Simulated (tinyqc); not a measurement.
Electron continuity equation in a given potential, Scharfetter-Gummel discretisation: one step of the calculation.

Steady state in one dimension: J = q mu n E + q D dn/dx with E = -dpsi/dx and D = mu Vt, dJ/dx = q (n/tau - G), fixed densities nL and nR at the ends. The potential is given, psi = U x/L - Ub exp(-((x/L - xb)/sb)^2), and is not changed by the electrons.

Question. Tridiagonal system for the inner nodes. Row i (1 to 7): B(-d_(i-1)) n_(i-1) + b_i n_i + B(d_i) n_(i+1) = f_i with b_i = -B(-d_i) - B(d_(i-1)) - h^2/(D tau) and f_i = -G h^2/D; the known end values are moved to the right: f_1 loses B(-d_0) nL and f_7 loses B(d_7) nR. h = L/8, D = mu Vt.

Parameters, values chosen for the exercise; mobility close to that of cadmium telluride at room temperature: temperature T = 300 K; electron mobility mu = 1010 cm^2/(V s); length of the region L = 2.7 um; density at x = 0 nL = 8.7e13 cm^-3; density at x = L nR = 0 cm^-3; lifetime tau = 2.4e-9 s; uniform generation rate G = 0 cm^-3 s^-1.

Constants: q = 1.602176634e-19 C, kB = 1.380649e-23 J/K, Vt = kB T/q. Results are converted to the units shown.

```
interval,B(d_i),B(-d_i)
0,0.16916759,3.0666036
1,0.18794233,2.9369258
2,0.53916503,1.6693074
3,2.4737624,0.27422848
4,0.24487865,2.6119795
5,0.0025419920,8.0648664
6,0.031880428,5.1085612
7,0.14416454,3.2638818
```

Give: diagonal b; right side f.

Answer.

```
node,diagonal b,right side f (cm^-3)
1,-3.1243,-2.6679e14
2,-1.8754,0
3,-0.83157,0
4,-5.1039,0
5,-8.3279,0
6,-5.1293,0
7,-3.3139,0
```

tinyqc, about 0.01 s, one thread, Intel Xeon 2.30GHz (shared host): `OMP_NUM_THREADS=1 python tinyqc.py 2220039 2220040 out.jsonl`
